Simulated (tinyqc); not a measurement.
From total in-phase swing back to film conductivity kappa_f: the 3-omega method: a line heater on a substrate with a thin film. Computed by tinyqc, a small Python program. Command: `OMP_NUM_THREADS=1 python tinyqc.py 3030693 3030694 out.jsonl threeomega inv`. One thread of a shared host (Intel(R) Xeon(R) Processor @ 2.30GHz), about 0.03 s of CPU time with the checks.

A current at angular frequency omega = 2 pi f heats the line at 2 omega with the amplitude P per length; the temperature swing Delta T at 2 omega gives a voltage at 3 omega. The substrate is taken as semi-infinite and isotropic, and the heat capacity of heater and film is left out.

Inputs (values chosen for the exercise, modelled on a phase-change telluride on indium phosphide):

| quantity | value | unit |
|---|---|---|
| substrate conductivity kappa | 67.9 | W/(m K) |
| substrate heat capacity C | 1.47 | 1e6 J/(m^3 K) |
| heater half-width b | 8.3 | micrometre |
| power amplitude per length P | 37 | W/m |
| current frequency f | 38 | Hz |
| film thickness t | 460 | nm |
| interface resistance R_i | 12 | m^2 K/GW |
| substrate thickness d_s | 525 | micrometre |
| temperature coefficient of resistance beta | 2.4 | 1e-3/K |
| voltage amplitude V_1 | 1.6 | V |

Method:
- D = kappa/C; q = sqrt(2 i omega/D); penetration depth 1/|q| = sqrt(D/(2 omega)).
- Delta T_s = (P/(pi kappa)) int_0^infinity (sin x/x)^2 / sqrt(x^2 + (q b)^2) dx with (q b)^2 = i |q b|^2, averaged over the heater width (12 Gauss-Legendre points on each of the pieces 0, 14 log-spaced edges from 1e-5 to 1, and multiples of pi to 40 pi; the tail adds 1/(4 (40 pi)^2)).
- For |q| b much below 1: Delta T_s = (P/(pi kappa)) [-ln(|q| b) + eta - i pi/4], eta = 3/2 - C_E = 0.92278, with Euler's C_E = 0.5772157.
- One-dimensional flow across the film: Delta T_f = P (t/kappa_f + R_i)/(2 b); total in-phase swing Delta T = Delta T_s + Delta T_f; third-harmonic amplitude V_3 = V_1 beta |Delta T|/2 with the out-of-phase part included; the apparent film conductivity is t/(t/kappa_f + R_i).

Question. A run gave the result below. Find the film conductivity kappa_f, known to lie between 0.42 and 0.93 W/(m K).

total in-phase swing = 2.798903 K

Answer.

Each step takes the trial c = (a f_b - b f_a)/(f_b - f_a), f being the result less the target and a, b, c the logarithms of the listed values; c replaces end b, the old b replaces a if the sign of f changed, and otherwise f_a is halved.

Scan of the range:

| film conductivity kappa_f (W/(m K)) | total in-phase swing (K) |
|---|---|
| 0.420 | 3.25654 |
| 0.479 | 2.95585 |
| 0.547 | 2.68975 |
| 0.625 | 2.45583 |
| 0.714 | 2.25134 |
| 0.815 | 2.07338 |
| 0.930 | 1.91782 |

False position (Illinois rule, in the logarithm of the input) inside the bracket:

| step | end a | end b | trial | total in-phase swing (K) |
|---|---|---|---|---|
| 1 | 0.479000 | 0.547000 | 0.518011 | 2.79465 |
| 2 | 0.479000 | 0.518011 | 0.515929 | 2.80263 |
| 3 | 0.518011 | 0.515929 | 0.516901 | 2.79890 |
| 4 | 0.515929 | 0.516901 | 0.516900 | 2.79890 |
| 5 | 0.515929 | 0.516900 | 0.516900 | 2.79890 |
| 6 | 0.516900 | 0.516900 | 0.516900 | 2.79890 |

Total in-phase swing falls at every point of a 13-point scan of the range (every second point is shown), so one value fits; it is bracketed by 0.479 and 0.547. Answer: film conductivity kappa_f = 0.5169 W/(m K).

Caution: the penetration depth exceeds a fifth of the substrate thickness, so the back face is felt and the semi-infinite formula fails.
